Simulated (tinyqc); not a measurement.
# Inputs raised by 5 %, one at a time

Model: chemical vapour deposition: Grove model, boundary layer, depletion and step coverage. Computed by tinyqc, a small Python program. Command: `OMP_NUM_THREADS=1 python tinyqc.py 3021126 3021127 out.jsonl cvd sens`. One thread of a shared host (Intel(R) Xeon(R) Processor @ 2.30GHz), about 0.03 s of CPU time with the checks.

A precursor diffuses to the surface and reacts there at first order; each molecule that reacts adds one formula unit of film.

Inputs (values chosen for the exercise, close to those used for epitaxial silicon from a chlorosilane):
```
quantity                                            value                unit
prefactor k0 of k_s                               2.7e+07                cm/s
activation energy E                                  1.98                  eV
temperature T                                        1050                   C
total pressure p                                      760                torr
mole fraction of the precursor Y                   0.0032                   -
gas diffusivity D0 at 273.15 K and 760 torr          0.13              cm^2/s
film density N                                      5e+22  formula units/cm^3
precursor mass M                                    135.5                   u
trench width w                                      0.044                  um
aspect ratio of the trench                             70                   -
gas velocity U                                         42                cm/s
kinematic viscosity nu0 at 273.15 K and 760 torr     0.17              cm^2/s
susceptor length L                                     60                  cm
channel height b                                      4.5                  cm
```

Reactor: horizontal, atmospheric.

Constants: k_B = 1.380649e-23 J/K; u = 1.6605390666e-27 kg; k_B = 8.617333262e-05 eV/K.

Method:
- k_s = k0 exp(-E/(k_B T)); C_g = Y p/(k_B T), 1 torr = 133.322 Pa; D = D0 (T/273.15)^1.75 (760/p).
- Temperatures in kelvin are T(C) + 273.15.
- Mean speed c = sqrt(8 k_B T/(pi M)); reactive sticking probability beta = 4 k_s/c.
- nu = nu0 (T/273.15)^1.75 (760/p); Re = U L/nu; mean boundary layer delta = (2/3) L/sqrt(Re), at most b/2; h_g = D/delta.
- Fluxes in series: C_s = C_g/(1 + k_s/h_g); growth rate G = k_s h_g/(k_s + h_g) C_g/N; 1 cm/s = 6e8 nm/min.
- In a long trench of width w and depth l = aspect ratio x w: Knudsen diffusivity D_K = (2w) c/3 (hydraulic diameter 2w), combined as 1/D_e = 1/D_K + 1/D; D_e d2C/dz2 = 2 k_s C/w with D_e dC/dz = -k_s C at the floor. With m = sqrt(2 k_s/(w D_e)): C(floor)/C(top) = 1/[cosh(m l) + (k_s/(D_e m)) sinh(m l)].

Runs:
```
input moved                           from        to  growth rate G at the inlet (nm/min)  step coverage  modulus m l  ratio k_s/h_g
base run                                 -         -                               110.67        0.87834      0.51676        0.49292
prefactor k0 of k_s (cm/s)        27000000  28350000                               114.31        0.87290      0.52953        0.51757
total pressure p (torr)                760       798                               115.26        0.87801      0.51755        0.50509
mole fraction of the precursor Y    0.0032   0.00336                               116.20        0.87834      0.51676        0.49292
gas velocity U (cm/s)                   42      44.1                               111.55        0.87834      0.51676        0.48104
aspect ratio of the trench              70      73.5                               110.67        0.86733      0.54260        0.49292
trench width w (um)                  0.044    0.0462                               110.67        0.87801      0.51755        0.49292
susceptor length L (cm)                 60        63                               109.77        0.87834      0.51676        0.50509
```

Exponents ln(y'/y) / ln(x'/x):
```
input                             growth rate G at the inlet  step coverage  modulus m l  ratio k_s/h_g
prefactor k0 of k_s                                    0.664         -0.127        0.500            1.0
total pressure p                                       0.834         -0.008        0.031            0.5
mole fraction of the precursor Y                       1.000          0.000        0.000            0.0
gas velocity U                                         0.164          0.000        0.000           -0.5
aspect ratio of the trench                             0.000         -0.258        1.000            0.0
trench width w                                         0.000         -0.008        0.031            0.0
susceptor length L                                    -0.166          0.000        0.000            0.5
```

Which inputs matter most for each result?

Among the inputs moved here: growth rate G at the inlet answers most in size to mole fraction of the precursor Y (exponent +1.000), next to total pressure p (+0.834); its exponent is below 0.0005 for aspect ratio of the trench, trench width w. Its exponent +1.000 in mole fraction of the precursor Y: first-order kinetics. Step coverage answers most in size to aspect ratio of the trench (exponent -0.258), next to prefactor k0 of k_s (-0.127); its exponent is below 0.0005 for mole fraction of the precursor Y, gas velocity U, susceptor length L. modulus m l answers most in size to aspect ratio of the trench (exponent +1.000), next to prefactor k0 of k_s (+0.500); its exponent is below 0.0005 for mole fraction of the precursor Y, gas velocity U, susceptor length L. Its exponent +1.000 in aspect ratio of the trench: the modulus is proportional to depth. Ratio k_s/h_g answers most in size to prefactor k0 of k_s (exponent +1.000), next to total pressure p (+0.500); its exponent is below 0.0005 for mole fraction of the precursor Y, aspect ratio of the trench, trench width w.

Caution (all rows): the hydraulic-diameter form of D_K is rough for a slit.
